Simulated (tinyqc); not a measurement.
What moves the results: periodic multilayer mirror for extreme ultraviolet light. A value that a table varies takes the place of the one given here.

s polarisation, vacuum above. q_j = sqrt(N_j^2 - sin^2 theta); interface r_jk = (q_j - q_k)/(q_j + q_k) exp(-2 (2 pi/lam)^2 q_j q_k sg^2) (Nevot-Croce; sg = 0 if not given); phase factor of a layer x_j = exp(4 pi i q_j d_j/lam). Each period has the spacer (thickness (1 - Gm) L) on top of the absorber (Gm L). In this recursion R is the amplitude; R in tables and results is the reflectance, its squared modulus. The substrate is of the spacer material. Starting with R = 0 in it, each interface upward gives R -> (r + R x)/(1 + r R x), x that of the layer below the interface (1 for the substrate).

Inputs chosen for the exercise (optical constants near those of Mo and Si at 13.5 nm; not measured data): lam = 13.5 nm (wavelength); dA = (0.0795, 0.00688) (delta and beta of the absorber, N = 1 - delta + i beta); dS = (0.001, 0.00172) (delta and beta of the spacer and the substrate); L = 6.96 nm (period); Gm = 0.42 (absorber share of the period); theta = 6 degrees (angle from the normal); sg = 0.4 nm (interface roughness); Np = 40 (periods).

## Number of periods

The last column sets both beta to zero.

Reflectance:
```
periods      R  R without absorption
5        0.109                 0.123
10       0.315                 0.386
15       0.487                 0.629
20       0.597                 0.794
30       0.693                 0.943
40       0.719                 0.985
50       0.726                 0.996
60       0.727                 0.999
80       0.728                 1.000
100      0.728                 1.000
```

R reaches 0.719 at 40 periods and 0.728 at 100; it stays within 0.01 of the last value from 40 periods on. Without absorption the last value is 1.000: absorption, not the count of layers, caps the mirror, and the roughness, which weakens each reflection, lowers that cap further.

## Wavelength

The optical constants are held fixed.

Reflectance:
```
lam (nm)      R
12.9      0.108
13.0      0.246
13.1      0.485
13.2      0.612
13.3      0.676
13.4      0.709
13.5      0.719
13.6      0.692
13.7      0.559
13.8      0.166
13.9      0.110
14.0      0.142
14.1      0.040
14.2      0.028
14.3      0.063
```

The largest value listed is 0.719 at 13.5 nm, against lam_B = 2 L Re(mean q) = 13.368 nm; the peak lies on the long side, where the nodes of the standing wave fall in the absorber. R exceeds half of that from 13.1 to 13.7 nm of the wavelengths listed, at least 4.4 % of the wavelength; a chain of ten mirrors narrows it, since R^10 falls to half where R has lost only 7 %.

## Absorber share

For each Gm the period is set so that lam_B = 2 L Re(mean q) equals lam - 0.09 nm.

Results:
```
Gm    L (nm)      R
0.15   6.830  0.480
0.20   6.858  0.600
0.25   6.886  0.666
0.30   6.914  0.700
0.35   6.942  0.715
0.40   6.970  0.719
0.45   6.999  0.715
0.50   7.028  0.704
0.60   7.087  0.663
0.70   7.146  0.583
```

The largest value listed is 0.719 at 0.4. The contrast of a period goes as sin(pi Gm) and is largest at 0.5, while the loss grows with Gm; R is 0.704 at 0.5, 0.700 at 0.3 and 0.583 at 0.7. Absorption pulls the best share below 0.5.

## Angle of incidence

Results:
```
theta (degrees)  lam_B (nm)      R
0                    13.447  0.713
2                    13.438  0.714
4                    13.412  0.717
6                    13.368  0.719
8                    13.307  0.710
10                   13.228  0.664
12                   13.131  0.462
14                   13.018  0.074
16                   12.887  0.160
18                   12.739  0.023
20                   12.574  0.072
```

lam_B = 2 L Re(mean q) falls with the angle, from 13.447 to 12.574 nm; the largest value listed is 0.719 at 6 degrees. R stays above 90 % of that value at 0, 2, 4, 6, 8 and 10 degrees, which bounds the cone of light that a mask or mirror with this period accepts.

## Tolerances

R of the mirror, and R^10 for a chain of ten such mirrors. Each row changes one parameter from the base and keeps the others.

Results:
```
case                         R    R^10
base                    0.7187  0.0368
L = 7 nm                0.7137  0.0343
Gm = 0.46               0.7099  0.0325
theta = 8 degrees       0.7097  0.0324
sg = 0.6 nm             0.6923  0.0253
dA = (0.0795, 0.00826)  0.6919  0.0251
lam = 13.55 nm          0.7121  0.0335
```

The largest shifts from the base row, up to three for each result and ties (the steps differ in size, so this ranks the rows, not the parameters). R: dA -0.0269, sg -0.0264, theta -0.0090. R^10: dA -0.0117, sg -0.0115, theta -0.00436.

Computed by tinyqc, a small Python program: `OMP_NUM_THREADS=1 python tinyqc.py 1651997 1651998 out.jsonl` (the numbers bound the seed that draws the inputs); one thread of a shared host (Intel(R) Xeon(R) Processor @ 2.30GHz), about 0.01 s for the whole set of steps.
